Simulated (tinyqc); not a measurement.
Worked calculation: RKS/B3LYP (VWN-RPA form) in the 6-311g basis, for He, spin multiplicity 1. One step of it, computed by the program tinyqc.

Problem. Iteration 1: diagonalisation and new density. Diagonalise F' = X^T F X, C = X C', fill 1 alpha and 1 beta electrons from the bottom; D = 2 C_occ C_occ^T; the new density keeps 0.7 of the old one (damping). Each column has its largest component positive (the first on a tie).

Kohn-Sham matrix F (hartree):
```
           1He 1s     1He 2s     1He 3s
1He 1s   1.406480  -1.095632  -0.883513
1He 2s  -1.095632  -0.638621  -0.593113
1He 3s  -0.883513  -0.593113  -0.290707
```

X:
```
           1He 1s     1He 2s     1He 3s
1He 1s   1.316564  -0.645914   0.150682
1He 2s  -0.645914   1.855498  -0.771405
1He 3s   0.150682  -0.771405   1.436671
```

D at the start:
```
           1He 1s     1He 2s     1He 3s
1He 1s   4.051320  -5.091422   2.238986
1He 2s  -5.091422   6.398552  -2.813805
1He 3s   2.238986  -2.813805   1.237389
```

overlap S:
```
          1He 1s    1He 2s    1He 3s
1He 1s  1.000000  0.680472  0.328596
1He 2s  0.680472  1.000000  0.751574
1He 3s  0.328596  0.751574  1.000000
```

Give: F' = X^T F X; orbital energies; coefficients C; D after iteration 1.

Solution.

F' = X^T F X (hartree):
```
         1        2        3
1   3.7932  -3.0085   0.0454
2  -3.0085   1.6588  -0.7643
3   0.0454  -0.7643   0.2387
```

orbital energies (hartree): MO1 -0.8165, MO2 0.5486, MO3 5.9586

coefficients C:
```
           MO1      MO2      MO3
1He 1s  0.2242  -0.0987  -1.4537
1He 2s  0.6533  -1.1190   1.6662
1He 3s  0.2368   1.4656  -0.6912
```

D after iteration 1:
```
         1He 1s   1He 2s   1He 3s
1He 1s   2.8661  -3.4761   1.5992
1He 2s  -3.4761   4.7351  -1.8768
1He 3s   1.5992  -1.8768   0.8998
```
